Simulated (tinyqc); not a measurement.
# Quantum-well laser, gain and threshold: effect of the temperature

One electron and one heavy-hole subband per well, parabolic, with equal sheet densities n of electrons and holes; k-conserving transitions, TE polarisation, no line broadening, so the gain starts as a step at E0 and peaks there. All wells are pumped alike.

Nc = me kB T/(pi hbar^2), Nv = mh kB T/(pi hbar^2), mr = me mh/(me + mh) in m0, g0(E) = q^2 Ep mr/(4 nr eps0 c hbar E Lw) (squared momentum element m0 Ep/4, joint density of states mr/(pi hbar^2 Lw) for both spins). Peak gain g(n) = g0(E0)[1 - exp(-n/Nc) - exp(-n/Nv)]. Mirror loss am = ln(1/(R1 R2))/(2 Lc); threshold gain gth = (ai + am)/(Nw Gw). nth solves g(n) = gth and ntr solves g(n) = 0. Jth = q Nw (A n + B n^2 + C n^3)/eta at n = nth, Ith = Jth Wd Lc; differential efficiency of both facets eta am/(ai + am).

Parameters, values chosen for the exercise; well values close to those of gallium arsenide:
- E0 = 1.56 eV (lowest transition energy)
- me = 0.066 m0 (in-plane electron mass)
- mh = 0.371 m0 (in-plane hole mass)
- Ep = 26.6 eV (Kane energy)
- nr = 3.44 (refractive index)
- Lw = 8 nm (well width)
- Nw = 4 (number of wells)
- Gw = 0.014 (optical confinement per well)
- ai = 2 1/cm (internal loss)
- Lc = 1000 um (cavity length)
- R1 = 0.32 (front reflectance)
- R2 = 0.3 (back reflectance)
- A = 2.6e7 1/s (defect recombination coefficient)
- B = 7.7e-5 cm^2/s (radiative coefficient per well)
- C = 1e-17 cm^4/s (Auger coefficient per well)
- eta = 0.91 (injection efficiency)
- Wd = 2 um (stripe width)

Constants: q = 1.602176634e-19 C, kB = 1.380649e-23 J/K, eps0 = 8.8541878128e-12 F/m, hbar = 1.054571817e-34 J s, m0 = 9.1093837015e-31 kg, c = 299792458 m/s. Results are converted to the units shown.

The same in every row: gth (1/cm) = 244.9; differential efficiency = 0.7773.

Results:

| T (K) | ntr (cm^-2) | nth (cm^-2) | Jth (A/cm^2) | Ith (mA) |
|---|---|---|---|---|
| 200 | 6.983e11 | 7.393e11 | 46.02 | 0.9204 |
| 230 | 8.030e11 | 8.502e11 | 59.09 | 1.182 |
| 260 | 9.077e11 | 9.611e11 | 73.94 | 1.479 |
| 320 | 1.117e12 | 1.183e12 | 109.2 | 2.184 |
| 350 | 1.222e12 | 1.294e12 | 129.7 | 2.594 |
| 380 | 1.327e12 | 1.405e12 | 152.2 | 3.045 |
| 410 | 1.431e12 | 1.516e12 | 176.8 | 3.536 |

Estimate the missing row, T = 290 K.

Computed row:

| T (K) | ntr (cm^-2) | nth (cm^-2) | Jth (A/cm^2) | Ith (mA) |
|---|---|---|---|---|
| 290 | 1.012e12 | 1.072e12 | 90.62 | 1.812 |

With this row back in the table: As T goes from 200 to 410 K, gth stays at 245 1/cm, Jth rises from 46.0 to 177 A/cm^2 and Ith rises from 0.920 to 3.54 mA. With A, B, C and the losses fixed, ntr and nth are proportional to T; written as exp(T/T0), Jth has T0 = 156 K over the range.

Range of the model: The second hole subband, left out here, lies within about 2 Vt of the first in a well this wide.

Numbers from tinyqc (`OMP_NUM_THREADS=1 python tinyqc.py 2840008 2840009 out.jsonl`; about 0.01 s on one thread of a shared Intel Xeon 2.30GHz).
